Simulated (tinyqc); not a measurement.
# Worked calculation: MOSFET in the linear regime without short-channel effects, parameter extraction from computed curves

Numbers from tinyqc (`OMP_NUM_THREADS=1 python tinyqc.py 2210002 2210003 out.jsonl`; about 0.01 s on one thread of a shared Intel Xeon 2.30GHz). Printed values are rounded.

Inversion charge Q = Cox n Vt W0(exp((Vg - VT)/(n Vt))), W0 the Lambert function and n = nf; u = Q/Cox; mobility mu = mu0/(1 + th1 u + th2 u^2); channel resistance Rch = (L - dL)/(W mu Q); Id = Vd/(Rch + Rsd/W). Cox = eps0 eox/tox. Small Vd, no channel-length or drain effects.

Inputs (values chosen for the exercise); channel values of the order met in silicon transistors:
- T = 300 K (temperature)
- eox = 3.9 (relative permittivity of the gate insulator (close to silicon dioxide))
- tox = 1.9 nm (insulator thickness)
- mu0 = 180 cm^2/(V s) (low-field mobility)
- th1 = 0.77 1/V (first mobility attenuation factor)
- th2 = 0.28 1/V^2 (second mobility attenuation factor)
- VT = 0.51 V (threshold voltage)
- nf = 1.48 (body factor)
- W = 1 um (gate width)
- L = 0.42 um (drawn gate length)
- dL = 0.004 um (drawn less effective length)
- Rsd = 100 ohm um (source plus drain resistance)
- Vd = 0.01 V (drain voltage)

Constants: q = 1.602176634e-19 C, kB = 1.380649e-23 J/K, Vt = kB T/q, eps0 = 8.8541878128e-14 F/cm where lengths are in cm. Results are converted to the units shown.

## Transfer curve

Vg, point 0 to 11 (V): 0.21  0.36  0.51  0.66  0.81  0.96  1.11  1.26  1.41  1.56  1.71  1.86

u, mu, Rch and Id as defined.

```
point       u (V)  mu (cm^2/(V s))  Rch (ohm)     Id (uA)
0      1.50428e-5          179.998  8.45350e7  1.18294e-4
1      7.44185e-4          179.897  1.70974e6  0.00584852
2       0.0216994          177.019    59588.9    0.167535
3        0.109699          165.466    12610.2    0.786770
4        0.231178          150.884    6562.13     1.50102
5        0.363827          136.652    4603.85     2.12592
6        0.501545          123.574    3693.16     2.63632
7        0.642093          111.812    3188.23     3.04115
8        0.784432          101.334    2879.54     3.35622
9        0.928001          92.0390    2679.87     3.59729
10        1.07247          83.8048    2546.72     3.77826
11        1.21761          76.5085    2457.06     3.91074
```

## Threshold and mobility at the peak transconductance

gm_i = (Id_(i+1) - Id_(i-1))/(Vg_(i+1) - Vg_(i-1)); at the point j of largest gm the tangent meets the axis at V_ext = Vg_j - Id_j/gm_j; field-effect mobility gm_j L/(W Cox Vd) with the drawn L.

gm, point 1 to 10 (uS): 0.558057  2.60307  4.44495  4.46382  3.78433  3.05079  2.39966  1.85380  1.40680  1.04482
j = 4
V_ext = 0.473736 V
field-effect mobility = 103.156 cm^2/(V s)

V_ext is 36 mV below the model VT, and the mobility so found is 43 % below mu0 L/(L - dL) = 182 cm^2/(V s), the value for the drawn L; attenuation, series resistance and the slow approach of Q to a straight line all lower the peak gm.

## The Y function

Y_i = Id_i/sqrt(gm_i). For Id = beta Vd x/(1 + th x), x = Vg - VT, Y = sqrt(beta Vd) x whatever th. Slope s from points 7 and 10; VT_Y = Vg - Y/s at point 10; beta = s^2/Vd; mobility beta L/(W Cox) with the drawn L; th* = (beta Vd x/Id - 1)/x at point 10.

Y, point 1 to 10 (uA^0.5 V^0.5): 0.00782900  0.103840  0.373177  0.710450  1.09283  1.50936  1.96320  2.46501  3.03291  3.69633
s = 3.85141 uA^0.5 V^-0.5
VT_Y = 0.750266 V
beta = 1483.34 uA/V^2
mobility from Y = 342.791 cm^2/(V s)
th* = 2.88403 1/V

The mobility from Y is 89 % above mu0 L/(L - dL) = 182 cm^2/(V s), which it should reach in deep inversion when th2 = 0. th* compares with th1 + mu0 Cox Rsd/(L - dL) = 0.849 1/V, since series resistance enters like th1. The match is poor here: at these overdrives Q is not yet a straight line in Vg and th2 bends Y.
